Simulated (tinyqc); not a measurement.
Inside a calculation (part 2 of 2). Method: UHF in the sto-3g basis, for Be+, spin multiplicity 2. This run ends on a higher stationary point, not on the lowest solution. Computed by tinyqc, a small Python program that keeps every step (integrals from PySCF). Command: `OMP_NUM_THREADS=1 python tinyqc.py 22885 22886 out.jsonl` (the two numbers bound the seeds that draw the settings). One thread of a shared host (Intel(R) Xeon(R) Processor @ 2.60GHz), about 0.07 s of CPU time with the checks.

Geometry (angstrom):
```
atom         x         y         z
Be    0.000000  0.000000  0.000000
```

## Iteration 3: diagonalisation and new density

extrapolated F(alpha) (hartree), order 1Be 1s, 1Be 2s, 1Be 2px, 1Be 2py, 1Be 2pz:
$$\begin{pmatrix}
-5.023998 & -1.434874 & 0.000000 & 0.000000 & 0.000000 \\
-1.434874 & -0.722762 & 0.000000 & 0.000000 & 0.000000 \\
0.000000 & 0.000000 & -0.511497 & 0.000000 & 0.000000 \\
0.000000 & 0.000000 & 0.000000 & -0.134386 & 0.000000 \\
0.000000 & 0.000000 & 0.000000 & 0.000000 & -0.134386
\end{pmatrix}$$

extrapolated F(beta) (hartree), order 1Be 1s, 1Be 2s, 1Be 2px, 1Be 2py, 1Be 2pz:
$$\begin{pmatrix}
-5.012113 & -1.410769 & 0.000000 & 0.000000 & 0.000000 \\
-1.410769 & -0.629149 & 0.000000 & 0.000000 & 0.000000 \\
0.000000 & 0.000000 & -0.061430 & 0.000000 & 0.000000 \\
0.000000 & 0.000000 & 0.000000 & -0.109929 & 0.000000 \\
0.000000 & 0.000000 & 0.000000 & 0.000000 & -0.109929
\end{pmatrix}$$

X, order 1Be 1s, 1Be 2s, 1Be 2px, 1Be 2py, 1Be 2pz:
$$\begin{pmatrix}
1.026569 & -0.135528 & 0.000000 & 0.000000 & 0.000000 \\
-0.135528 & 1.026569 & 0.000000 & 0.000000 & 0.000000 \\
0.000000 & 0.000000 & 1.000000 & 0.000000 & 0.000000 \\
0.000000 & 0.000000 & 0.000000 & 1.000000 & 0.000000 \\
0.000000 & 0.000000 & 0.000000 & 0.000000 & 1.000000
\end{pmatrix}$$

D(alpha) after iteration 2, order 1Be 1s, 1Be 2s, 1Be 2px, 1Be 2py, 1Be 2pz:
$$\begin{pmatrix}
0.983499 & 0.030026 & 0.000000 & 0.000000 & 0.000000 \\
0.030026 & 0.000917 & 0.000000 & 0.000000 & 0.000000 \\
0.000000 & 0.000000 & 1.000000 & 0.000000 & 0.000000 \\
0.000000 & 0.000000 & 0.000000 & 0.000000 & 0.000000 \\
0.000000 & 0.000000 & 0.000000 & 0.000000 & 0.000000
\end{pmatrix}$$

D(beta) after iteration 2, order 1Be 1s, 1Be 2s, 1Be 2px, 1Be 2py, 1Be 2pz:
$$\begin{pmatrix}
0.986294 & 0.025169 & 0.000000 & 0.000000 & 0.000000 \\
0.025169 & 0.000642 & 0.000000 & 0.000000 & 0.000000 \\
0.000000 & 0.000000 & 0.000000 & 0.000000 & 0.000000 \\
0.000000 & 0.000000 & 0.000000 & 0.000000 & 0.000000 \\
0.000000 & 0.000000 & 0.000000 & 0.000000 & 0.000000
\end{pmatrix}$$

overlap S, order 1Be 1s, 1Be 2s, 1Be 2px, 1Be 2py, 1Be 2pz:
$$\begin{pmatrix}
1.000000 & 0.259517 & 0.000000 & 0.000000 & 0.000000 \\
0.259517 & 1.000000 & 0.000000 & 0.000000 & 0.000000 \\
0.000000 & 0.000000 & 1.000000 & 0.000000 & 0.000000 \\
0.000000 & 0.000000 & 0.000000 & 1.000000 & 0.000000 \\
0.000000 & 0.000000 & 0.000000 & 0.000000 & 1.000000
\end{pmatrix}$$

A level shift of 1 hartree raises the virtual space: F + shift (S - S D(s) S), with D(s) the density of one spin. Diagonalise F' = X^T F X, C = X C', fill 2 alpha and 1 beta electrons from the bottom; D(s) = C_occ C_occ^T. Each column has its largest component positive (the first on a tie).

F' = X^T F X (alpha) (hartree):
$$\begin{pmatrix}
-4.882984 & -0.896712 & 0.000000 & 0.000000 & 0.000000 \\
-0.896712 & 0.519764 & 0.000000 & 0.000000 & 0.000000 \\
0.000000 & 0.000000 & -0.511497 & 0.000000 & 0.000000 \\
0.000000 & 0.000000 & 0.000000 & 0.865614 & 0.000000 \\
0.000000 & 0.000000 & 0.000000 & 0.000000 & 0.865614
\end{pmatrix}$$

orbital energies (alpha) (hartree): MO1 -5.027926, MO2 -0.511497, MO3 0.664706, MO4 0.865614, MO5 0.865614

coefficients C (alpha), order 1Be 1s, 1Be 2s, 1Be 2px, 1Be 2py, 1Be 2pz:
$$\begin{pmatrix}
0.991791 & 0.000000 & -0.297597 & 0.000000 & 0.000000 \\
0.030014 & 0.000000 & 1.035042 & 0.000000 & 0.000000 \\
0.000000 & 1.000000 & 0.000000 & 0.000000 & 0.000000 \\
0.000000 & 0.000000 & 0.000000 & 1.000000 & 0.000000 \\
0.000000 & 0.000000 & 0.000000 & 0.000000 & 1.000000
\end{pmatrix}$$

F' = X^T F X (beta) (hartree):
$$\begin{pmatrix}
-4.876930 & -0.881015 & 0.000000 & 0.000000 & 0.000000 \\
-0.881015 & 0.613411 & 0.000000 & 0.000000 & 0.000000 \\
0.000000 & 0.000000 & 0.938570 & 0.000000 & 0.000000 \\
0.000000 & 0.000000 & 0.000000 & 0.890071 & 0.000000 \\
0.000000 & 0.000000 & 0.000000 & 0.000000 & 0.890071
\end{pmatrix}$$

orbital energies (beta) (hartree): MO1 -5.014839, MO2 0.751320, MO3 0.890071, MO4 0.890071, MO5 0.938570

coefficients C (beta), order 1Be 1s, 1Be 2s, 1Be 2px, 1Be 2py, 1Be 2pz:
$$\begin{pmatrix}
0.993259 & -0.292658 & 0.000000 & 0.000000 & 0.000000 \\
0.024863 & 1.035178 & 0.000000 & 0.000000 & 0.000000 \\
0.000000 & 0.000000 & 0.000000 & 0.000000 & 1.000000 \\
0.000000 & 0.000000 & 1.000000 & 0.000000 & 0.000000 \\
0.000000 & 0.000000 & 0.000000 & 1.000000 & 0.000000
\end{pmatrix}$$

D(alpha) after iteration 3, order 1Be 1s, 1Be 2s, 1Be 2px, 1Be 2py, 1Be 2pz:
$$\begin{pmatrix}
0.983649 & 0.029768 & 0.000000 & 0.000000 & 0.000000 \\
0.029768 & 0.000901 & 0.000000 & 0.000000 & 0.000000 \\
0.000000 & 0.000000 & 1.000000 & 0.000000 & 0.000000 \\
0.000000 & 0.000000 & 0.000000 & 0.000000 & 0.000000 \\
0.000000 & 0.000000 & 0.000000 & 0.000000 & 0.000000
\end{pmatrix}$$

D(beta) after iteration 3, order 1Be 1s, 1Be 2s, 1Be 2px, 1Be 2py, 1Be 2pz:
$$\begin{pmatrix}
0.986564 & 0.024695 & 0.000000 & 0.000000 & 0.000000 \\
0.024695 & 0.000618 & 0.000000 & 0.000000 & 0.000000 \\
0.000000 & 0.000000 & 0.000000 & 0.000000 & 0.000000 \\
0.000000 & 0.000000 & 0.000000 & 0.000000 & 0.000000 \\
0.000000 & 0.000000 & 0.000000 & 0.000000 & 0.000000
\end{pmatrix}$$

Within a degenerate level the vectors are fixed only up to a rotation; this is one choice.

## Iteration 4: building the Fock matrix

core Hamiltonian H = T + V (hartree), order 1Be 1s, 1Be 2s, 1Be 2px, 1Be 2py, 1Be 2pz:
$$\begin{pmatrix}
-7.867117 & -1.932258 & 0.000000 & 0.000000 & 0.000000 \\
-1.932258 & -2.102157 & 0.000000 & 0.000000 & 0.000000 \\
0.000000 & 0.000000 & -1.634157 & 0.000000 & 0.000000 \\
0.000000 & 0.000000 & 0.000000 & -1.634157 & 0.000000 \\
0.000000 & 0.000000 & 0.000000 & 0.000000 & -1.634157
\end{pmatrix}$$

Two-electron integrals (ij|kl) in chemists' order, unique and non-zero (hartree):
```
(11|11) 2.298831   (21|11) 0.392036   (21|21) 0.079539   (22|11) 0.570988
(22|21) 0.143041   (22|22) 0.417683   (31|31) 0.014607   (32|31) 0.021888
(32|32) 0.092265   (33|11) 0.569578   (33|21) 0.143083   (33|22) 0.417589
(33|33) 0.449859   (41|41) 0.014607   (42|41) 0.021888   (42|42) 0.092265
(43|43) 0.024249   (44|11) 0.569578   (44|21) 0.143083   (44|22) 0.417589
(44|33) 0.401360   (44|44) 0.449859   (51|51) 0.014607   (52|51) 0.021888
(52|52) 0.092265   (53|53) 0.024249   (54|54) 0.024249   (55|11) 0.569578
(55|21) 0.143083   (55|22) 0.417589   (55|33) 0.401360   (55|44) 0.401360
(55|55) 0.449859
```

nuclear repulsion = 0 hartree

J_ij = sum D_kl (ij|kl) with D = D(alpha) + D(beta), K_ij = sum D_kl (ik|jl) for each spin; F = H + J - K(s); E = tr D H + tr D J / 2 - 0.5 sum_s tr D(s) K(s) + E_nn.

Coulomb J (hartree), order 1Be 1s, 1Be 2s, 1Be 2px, 1Be 2py, 1Be 2pz:
$$\begin{pmatrix}
5.142334 & 0.924359 & 0.000000 & 0.000000 & 0.000000 \\
0.924359 & 1.558773 & 0.000000 & 0.000000 & 0.000000 \\
0.000000 & 0.000000 & 1.588269 & 0.000000 & 0.000000 \\
0.000000 & 0.000000 & 0.000000 & 1.539771 & 0.000000 \\
0.000000 & 0.000000 & 0.000000 & 0.000000 & 1.539771
\end{pmatrix}$$

exchange K(alpha) (hartree), order 1Be 1s, 1Be 2s, 1Be 2px, 1Be 2py, 1Be 2pz:
$$\begin{pmatrix}
2.299260 & 0.427008 & 0.000000 & 0.000000 & 0.000000 \\
0.427008 & 0.179395 & 0.000000 & 0.000000 & 0.000000 \\
0.000000 & 0.000000 & 0.465613 & 0.000000 & 0.000000 \\
0.000000 & 0.000000 & 0.000000 & 0.040003 & 0.000000 \\
0.000000 & 0.000000 & 0.000000 & 0.000000 & 0.040003
\end{pmatrix}$$

exchange K(beta) (hartree), order 1Be 1s, 1Be 2s, 1Be 2px, 1Be 2py, 1Be 2pz:
$$\begin{pmatrix}
2.287356 & 0.402922 & 0.000000 & 0.000000 & 0.000000 \\
0.402922 & 0.085793 & 0.000000 & 0.000000 & 0.000000 \\
0.000000 & 0.000000 & 0.015549 & 0.000000 & 0.000000 \\
0.000000 & 0.000000 & 0.000000 & 0.015549 & 0.000000 \\
0.000000 & 0.000000 & 0.000000 & 0.000000 & 0.015549
\end{pmatrix}$$

F(alpha) (hartree), order 1Be 1s, 1Be 2s, 1Be 2px, 1Be 2py, 1Be 2pz:
$$\begin{pmatrix}
-5.024043 & -1.434907 & 0.000000 & 0.000000 & 0.000000 \\
-1.434907 & -0.722779 & 0.000000 & 0.000000 & 0.000000 \\
0.000000 & 0.000000 & -0.511501 & 0.000000 & 0.000000 \\
0.000000 & 0.000000 & 0.000000 & -0.134390 & 0.000000 \\
0.000000 & 0.000000 & 0.000000 & 0.000000 & -0.134390
\end{pmatrix}$$

F(beta) (hartree), order 1Be 1s, 1Be 2s, 1Be 2px, 1Be 2py, 1Be 2pz:
$$\begin{pmatrix}
-5.012139 & -1.410821 & 0.000000 & 0.000000 & 0.000000 \\
-1.410821 & -0.629177 & 0.000000 & 0.000000 & 0.000000 \\
0.000000 & 0.000000 & -0.061437 & 0.000000 & 0.000000 \\
0.000000 & 0.000000 & 0.000000 & -0.109935 & 0.000000 \\
0.000000 & 0.000000 & 0.000000 & 0.000000 & -0.109935
\end{pmatrix}$$

total energy of this density = -13.95102966 hartree

## Iteration 4: DIIS over 3 matrices

error matrix X^T (FDS - SDF) X (alpha):
$$\begin{pmatrix}
0.000000 & -0.000233 & 0.000000 & 0.000000 & 0.000000 \\
0.000233 & 0.000000 & 0.000000 & 0.000000 & 0.000000 \\
0.000000 & 0.000000 & 0.000000 & 0.000000 & 0.000000 \\
0.000000 & 0.000000 & 0.000000 & 0.000000 & 0.000000 \\
0.000000 & 0.000000 & 0.000000 & 0.000000 & 0.000000
\end{pmatrix}$$

B (overlaps of the stored error matrices):
$$\begin{pmatrix}
4.9633355e-04 & 8.6728153e-05 & 1.5076425e-05 \\
8.6728153e-05 & 1.5157132e-05 & 2.6346891e-06 \\
1.5076425e-05 & 2.6346891e-06 & 4.5798502e-07
\end{pmatrix}$$

Minimise |sum c_i e_i|^2 with sum c_i = 1: solve [B -1; -1 0][c; lambda] = [0; -1] with B_ij = tr e_i^T e_j summed over both spins, and take F = sum c_i F_i.

DIIS coefficients: [-0.012723, -0.124959, 1.137682]

extrapolated F(alpha) (hartree), order 1Be 1s, 1Be 2s, 1Be 2px, 1Be 2py, 1Be 2pz:
$$\begin{pmatrix}
-5.023995 & -1.434874 & 0.000000 & 0.000000 & 0.000000 \\
-1.434874 & -0.722762 & 0.000000 & 0.000000 & 0.000000 \\
0.000000 & 0.000000 & -0.511496 & 0.000000 & 0.000000 \\
0.000000 & 0.000000 & 0.000000 & -0.134385 & 0.000000 \\
0.000000 & 0.000000 & 0.000000 & 0.000000 & -0.134385
\end{pmatrix}$$

extrapolated F(beta) (hartree), order 1Be 1s, 1Be 2s, 1Be 2px, 1Be 2py, 1Be 2pz:
$$\begin{pmatrix}
-5.012113 & -1.410769 & 0.000000 & 0.000000 & 0.000000 \\
-1.410769 & -0.629148 & 0.000000 & 0.000000 & 0.000000 \\
0.000000 & 0.000000 & -0.061430 & 0.000000 & 0.000000 \\
0.000000 & 0.000000 & 0.000000 & -0.109929 & 0.000000 \\
0.000000 & 0.000000 & 0.000000 & 0.000000 & -0.109929
\end{pmatrix}$$

## Iteration 4: diagonalisation and new density

As before.

F' = X^T F X (alpha) (hartree):
$$\begin{pmatrix}
-4.883061 & -0.896472 & 0.000000 & 0.000000 & 0.000000 \\
-0.896472 & 0.519845 & 0.000000 & 0.000000 & 0.000000 \\
0.000000 & 0.000000 & -0.511496 & 0.000000 & 0.000000 \\
0.000000 & 0.000000 & 0.000000 & 0.865615 & 0.000000 \\
0.000000 & 0.000000 & 0.000000 & 0.000000 & 0.865615
\end{pmatrix}$$

orbital energies (alpha) (hartree): MO1 -5.027923, MO2 -0.511496, MO3 0.664707, MO4 0.865615, MO5 0.865615

coefficients C (alpha), order 1Be 1s, 1Be 2s, 1Be 2px, 1Be 2py, 1Be 2pz:
$$\begin{pmatrix}
0.991804 & 0.000000 & -0.297553 & 0.000000 & 0.000000 \\
0.029968 & 0.000000 & 1.035043 & 0.000000 & 0.000000 \\
0.000000 & 1.000000 & 0.000000 & 0.000000 & 0.000000 \\
0.000000 & 0.000000 & 0.000000 & 1.000000 & 0.000000 \\
0.000000 & 0.000000 & 0.000000 & 0.000000 & 1.000000
\end{pmatrix}$$

F' = X^T F X (beta) (hartree):
$$\begin{pmatrix}
-4.877072 & -0.880573 & 0.000000 & 0.000000 & 0.000000 \\
-0.880573 & 0.613554 & 0.000000 & 0.000000 & 0.000000 \\
0.000000 & 0.000000 & 0.938570 & 0.000000 & 0.000000 \\
0.000000 & 0.000000 & 0.000000 & 0.890071 & 0.000000 \\
0.000000 & 0.000000 & 0.000000 & 0.000000 & 0.890071
\end{pmatrix}$$

orbital energies (beta) (hartree): MO1 -5.014839, MO2 0.751322, MO3 0.890071, MO4 0.890071, MO5 0.938570

coefficients C (beta), order 1Be 1s, 1Be 2s, 1Be 2px, 1Be 2py, 1Be 2pz:
$$\begin{pmatrix}
0.993283 & -0.292578 & 0.000000 & 0.000000 & 0.000000 \\
0.024779 & 1.035180 & 0.000000 & 0.000000 & 0.000000 \\
0.000000 & 0.000000 & 0.000000 & 0.000000 & 1.000000 \\
0.000000 & 0.000000 & 1.000000 & 0.000000 & 0.000000 \\
0.000000 & 0.000000 & 0.000000 & 1.000000 & 0.000000
\end{pmatrix}$$

D(alpha) after iteration 4, order 1Be 1s, 1Be 2s, 1Be 2px, 1Be 2py, 1Be 2pz:
$$\begin{pmatrix}
0.983675 & 0.029723 & 0.000000 & 0.000000 & 0.000000 \\
0.029723 & 0.000898 & 0.000000 & 0.000000 & 0.000000 \\
0.000000 & 0.000000 & 1.000000 & 0.000000 & 0.000000 \\
0.000000 & 0.000000 & 0.000000 & 0.000000 & 0.000000 \\
0.000000 & 0.000000 & 0.000000 & 0.000000 & 0.000000
\end{pmatrix}$$

D(beta) after iteration 4, order 1Be 1s, 1Be 2s, 1Be 2px, 1Be 2py, 1Be 2pz:
$$\begin{pmatrix}
0.986611 & 0.024613 & 0.000000 & 0.000000 & 0.000000 \\
0.024613 & 0.000614 & 0.000000 & 0.000000 & 0.000000 \\
0.000000 & 0.000000 & 0.000000 & 0.000000 & 0.000000 \\
0.000000 & 0.000000 & 0.000000 & 0.000000 & 0.000000 \\
0.000000 & 0.000000 & 0.000000 & 0.000000 & 0.000000
\end{pmatrix}$$

Within a degenerate level the vectors are fixed only up to a rotation; this is one choice.

## Iteration 7 (converged): orbitals

converged F(alpha) (hartree), order 1Be 1s, 1Be 2s, 1Be 2px, 1Be 2py, 1Be 2pz:
$$\begin{pmatrix}
-5.023996 & -1.434874 & 0.000000 & 0.000000 & 0.000000 \\
-1.434874 & -0.722762 & 0.000000 & 0.000000 & 0.000000 \\
0.000000 & 0.000000 & -0.511496 & 0.000000 & 0.000000 \\
0.000000 & 0.000000 & 0.000000 & -0.134385 & 0.000000 \\
0.000000 & 0.000000 & 0.000000 & 0.000000 & -0.134385
\end{pmatrix}$$

converged F(beta) (hartree), order 1Be 1s, 1Be 2s, 1Be 2px, 1Be 2py, 1Be 2pz:
$$\begin{pmatrix}
-5.012113 & -1.410769 & 0.000000 & 0.000000 & 0.000000 \\
-1.410769 & -0.629148 & 0.000000 & 0.000000 & 0.000000 \\
0.000000 & 0.000000 & -0.061430 & 0.000000 & 0.000000 \\
0.000000 & 0.000000 & 0.000000 & -0.109929 & 0.000000 \\
0.000000 & 0.000000 & 0.000000 & 0.000000 & -0.109929
\end{pmatrix}$$

Diagonalise F' = X^T F X, C = X C', fill 2 alpha and 1 beta electrons from the bottom; D(s) = C_occ C_occ^T. Each column has its largest component positive (the first on a tie).

F' = X^T F X (alpha) (hartree):
$$\begin{pmatrix}
-4.908523 & -0.738951 & 0.000000 & 0.000000 & 0.000000 \\
-0.738951 & -0.454694 & 0.000000 & 0.000000 & 0.000000 \\
0.000000 & 0.000000 & -0.511496 & 0.000000 & 0.000000 \\
0.000000 & 0.000000 & 0.000000 & -0.134385 & 0.000000 \\
0.000000 & 0.000000 & 0.000000 & 0.000000 & -0.134385
\end{pmatrix}$$

orbital energies (alpha) (hartree): MO1 -5.027924, MO2 -0.511496, MO3 -0.335293, MO4 -0.134385, MO5 -0.134385

coefficients C (alpha), order 1Be 1s, 1Be 2s, 1Be 2px, 1Be 2py, 1Be 2pz:
$$\begin{pmatrix}
0.991807 & 0.000000 & -0.297544 & 0.000000 & 0.000000 \\
0.029958 & 0.000000 & 1.035044 & 0.000000 & 0.000000 \\
0.000000 & 1.000000 & 0.000000 & 0.000000 & 0.000000 \\
0.000000 & 0.000000 & 0.000000 & 1.000000 & 0.000000 \\
0.000000 & 0.000000 & 0.000000 & 0.000000 & 1.000000
\end{pmatrix}$$

F' = X^T F X (beta) (hartree):
$$\begin{pmatrix}
-4.900989 & -0.727783 & 0.000000 & 0.000000 & 0.000000 \\
-0.727783 & -0.362529 & 0.000000 & 0.000000 & 0.000000 \\
0.000000 & 0.000000 & -0.061430 & 0.000000 & 0.000000 \\
0.000000 & 0.000000 & 0.000000 & -0.109929 & 0.000000 \\
0.000000 & 0.000000 & 0.000000 & 0.000000 & -0.109929
\end{pmatrix}$$

orbital energies (beta) (hartree): MO1 -5.014839, MO2 -0.248678, MO3 -0.109929, MO4 -0.109929, MO5 -0.061430

coefficients C (beta), order 1Be 1s, 1Be 2s, 1Be 2px, 1Be 2py, 1Be 2pz:
$$\begin{pmatrix}
0.993288 & -0.292561 & 0.000000 & 0.000000 & 0.000000 \\
0.024762 & 1.035181 & 0.000000 & 0.000000 & 0.000000 \\
0.000000 & 0.000000 & 0.000000 & 0.000000 & 1.000000 \\
0.000000 & 0.000000 & 1.000000 & 0.000000 & 0.000000 \\
0.000000 & 0.000000 & 0.000000 & 1.000000 & 0.000000
\end{pmatrix}$$

D(alpha) after iteration 7, order 1Be 1s, 1Be 2s, 1Be 2px, 1Be 2py, 1Be 2pz:
$$\begin{pmatrix}
0.983680 & 0.029713 & 0.000000 & 0.000000 & 0.000000 \\
0.029713 & 0.000898 & 0.000000 & 0.000000 & 0.000000 \\
0.000000 & 0.000000 & 1.000000 & 0.000000 & 0.000000 \\
0.000000 & 0.000000 & 0.000000 & 0.000000 & 0.000000 \\
0.000000 & 0.000000 & 0.000000 & 0.000000 & 0.000000
\end{pmatrix}$$

D(beta) after iteration 7, order 1Be 1s, 1Be 2s, 1Be 2px, 1Be 2py, 1Be 2pz:
$$\begin{pmatrix}
0.986621 & 0.024596 & 0.000000 & 0.000000 & 0.000000 \\
0.024596 & 0.000613 & 0.000000 & 0.000000 & 0.000000 \\
0.000000 & 0.000000 & 0.000000 & 0.000000 & 0.000000 \\
0.000000 & 0.000000 & 0.000000 & 0.000000 & 0.000000 \\
0.000000 & 0.000000 & 0.000000 & 0.000000 & 0.000000
\end{pmatrix}$$

Within a degenerate level the vectors are fixed only up to a rotation; this is one choice.

## Convergence

Stop when the energy changes by less than 1e-09 hartree and every element of the error matrix X^T (F D S - S D F) X (for each spin) is below 9e-06.

Course of the cycle:
```
iteration   E (hartree)     change  largest element of the error matrix
1          -13.95011600          -                             5.37e-02
2          -13.95097200  -8.56e-04                             1.37e-02
3          -13.95102795  -5.59e-05                             2.41e-03
4          -13.95102966  -1.71e-06                             4.18e-04
5          -13.95102971  -5.17e-08                             7.25e-05
6          -13.95102971  -1.56e-09                             1.26e-05
7          -13.95102971  -4.73e-11                             2.18e-06
```

PySCF UHF in the same basis, after a stability check = -14.09784278 hartree

Converged in 7 iterations. But the solution lies 0.14681 hartree above the reference: it is another stationary point, not the lowest one. Reruns (cap 100 unless said): DIIS 8: converged in 5 to a higher stationary point; damping 0.5: converged in 22 to a higher stationary point; level shift 0.5: converged in 7 to a higher stationary point; atomic densities as start, DIIS 8: converged in 5.

## Populations

Mulliken: Z minus the diagonal of D S on the atom; Loewdin: the same with S^(1/2) D S^(1/2).

Charges (e):
```
atom  Mulliken   Loewdin  Mulliken spin
1Be   1.000000  1.000000       1.000000
```

<S^2> of the determinant (pure state: 0.75) = 0.750025
